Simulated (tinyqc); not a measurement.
Pariser-Parr-Pople SCF with singles CI, for the molecule C=C1C=CC=CC=C1 (SMILES; centres numbered as the heavy atoms are written), step by step. One step of it, computed by the program tinyqc.

Problem. Iteration 1: orbitals and new P. Diagonalise F (the basis is taken as orthonormal) and form P = 2 sum c c over the lowest orbitals; 0.5 of the old P is kept.

F (eV), order 1C, 2C, 3C, 4C, 5C, 6C, 7C, 8C:
$$\begin{pmatrix}
-5.231951 & -4.996790 & 0.445556 & 0.559872 & -0.320726 & -0.320726 & 0.559872 & 0.445556 \\
-4.996790 & -5.044048 & -3.839594 & -0.107512 & 0.205100 & 0.205100 & -0.107512 & -3.839594 \\
0.445556 & -3.839594 & -5.626177 & -5.030258 & -0.157005 & 0.689880 & 0.223999 & -0.618757 \\
0.559872 & -0.107512 & -5.030258 & -6.234833 & -4.165964 & -0.134330 & 0.263758 & 0.223999 \\
-0.320726 & 0.205100 & -0.157005 & -4.165964 & -6.387570 & -4.925798 & -0.134330 & 0.689880 \\
-0.320726 & 0.205100 & 0.689880 & -0.134330 & -4.925798 & -6.387570 & -4.165964 & -0.157005 \\
0.559872 & -0.107512 & 0.223999 & 0.263758 & -0.134330 & -4.165964 & -6.234833 & -5.030258 \\
0.445556 & -3.839594 & -0.618757 & 0.223999 & 0.689880 & -0.157005 & -5.030258 & -5.626177
\end{pmatrix}$$

pi electrons, sum of z_r less the charge = 8

P at the start, order 1C, 2C, 3C, 4C, 5C, 6C, 7C, 8C:
$$\begin{pmatrix}
1.310592 & 0.756379 & -0.167157 & -0.306399 & 0.209500 & 0.209500 & -0.306399 & -0.167157 \\
0.756379 & 0.976279 & 0.449980 & 0.042344 & -0.096898 & -0.096898 & 0.042344 & 0.449980 \\
-0.167157 & 0.449980 & 0.942181 & 0.765300 & 0.061815 & -0.325870 & -0.105819 & 0.243598 \\
-0.306399 & 0.042344 & 0.765300 & 0.961652 & 0.536328 & 0.052894 & -0.124616 & -0.105819 \\
0.209500 & -0.096898 & 0.061815 & 0.536328 & 0.952731 & 0.737583 & 0.052894 & -0.325870 \\
0.209500 & -0.096898 & -0.325870 & 0.052894 & 0.737583 & 0.952731 & 0.536328 & 0.061815 \\
-0.306399 & 0.042344 & -0.105819 & -0.124616 & 0.052894 & 0.536328 & 0.961652 & 0.765300 \\
-0.167157 & 0.449980 & 0.243598 & -0.105819 & -0.325870 & 0.061815 & 0.765300 & 0.942181
\end{pmatrix}$$

Give: orbital energies; P after iteration 1.

Solution.

orbital energies (eV): [-14.7196, -12.4311, -12.2946, -8.3596, -2.2359, -1.1795, 1.5628, 2.8845]

P after iteration 1, order 1C, 2C, 3C, 4C, 5C, 6C, 7C, 8C:
$$\begin{pmatrix}
1.2375 & 0.7906 & -0.1455 & -0.3078 & 0.1988 & 0.1988 & -0.3078 & -0.1455 \\
0.7906 & 0.9866 & 0.4220 & 0.0301 & -0.0811 & -0.0811 & 0.0301 & 0.4220 \\
-0.1455 & 0.4220 & 0.9332 & 0.7831 & 0.0518 & -0.3292 & -0.0853 & 0.2501 \\
-0.3078 & 0.0301 & 0.7831 & 0.9853 & 0.5159 & 0.0315 & -0.1190 & -0.0853 \\
0.1988 & -0.0811 & 0.0518 & 0.5159 & 0.9693 & 0.7568 & 0.0315 & -0.3292 \\
0.1988 & -0.0811 & -0.3292 & 0.0315 & 0.7568 & 0.9693 & 0.5159 & 0.0518 \\
-0.3078 & 0.0301 & -0.0853 & -0.1190 & 0.0315 & 0.5159 & 0.9853 & 0.7831 \\
-0.1455 & 0.4220 & 0.2501 & -0.0853 & -0.3292 & 0.0518 & 0.7831 & 0.9332
\end{pmatrix}$$
